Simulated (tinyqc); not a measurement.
## Schottky emission and Poole-Frenkel conduction in an insulator, and how to tell them apart: activation energy against field

Schottky emission (electrode-limited): J = As T^2 exp[-(pb - b sqrt(F))/Vt], b = sqrt(q/(4 pi eps0 ei)). Poole-Frenkel emission (bulk-limited): J = s0 F exp[-(pt - 2 b sqrt(F))/Vt]. F in V/cm.

The activation energy is -d ln J/d(q/kB T) at fixed F.

Parameters, values chosen for the exercise; dielectric values close to those of aluminium oxide: temperature T = 300 K; high-frequency relative permittivity ei = 3.26; trap depth pt = 0.72 eV; Poole-Frenkel prefactor s0 = 5.9 S/cm; electrode barrier pb = 1.31 eV; Richardson constant As = 31 A/(cm^2 K^2).

Constants: q = 1.602176634e-19 C, kB = 1.380649e-23 J/K, Vt = kB T/q, eps0 = 8.8541878128e-14 F/cm where lengths are in cm. Results are converted to the units shown.

Activation energy against field:
```
F (MV/cm),sqrt(F) ((V/cm)^0.5),"J, Schottky (A/cm^2)",its Ea (eV),"J, Poole-Frenkel (A/cm^2)",its Ea (eV)
0.2,447.2,1.041e-14,1.268,0.001363,0.5320
0.41,640.3,5.004e-14,1.227,0.06451,0.4509
0.61,781.0,1.571e-13,1.198,0.9458,0.3917
0.82,905.5,4.322e-13,1.171,9.628,0.3394
1.03,1015,1.052e-12,1.148,71.57,0.2934
1.24,1114,2.345e-12,1.128,428.5,0.2519
1.44,1200,4.736e-12,1.110,2029,0.2156
1.65,1285,9.415e-12,1.092,9190,0.1801
```

Both activation energies fall linearly in sqrt(F), the Poole-Frenkel one twice as fast (0.532 to 0.180 eV against 1.27 to 1.09 eV). They extrapolate to pt = 0.72 eV and to pb + 2 kB T = 1.36 eV, the 2 kB T coming from the T^2. The Schottky current is the smaller one in every row. For F = 1.65 a Fowler-Nordheim estimate for tunnelling through pb with a mass of 0.4 m0 exceeds the Schottky current, so tunnelling, left out here, would compete.

Numbers from tinyqc (`OMP_NUM_THREADS=1 python tinyqc.py 2370108 2370109 out.jsonl`; about 0.01 s on one thread of a shared Intel Xeon 2.30GHz).
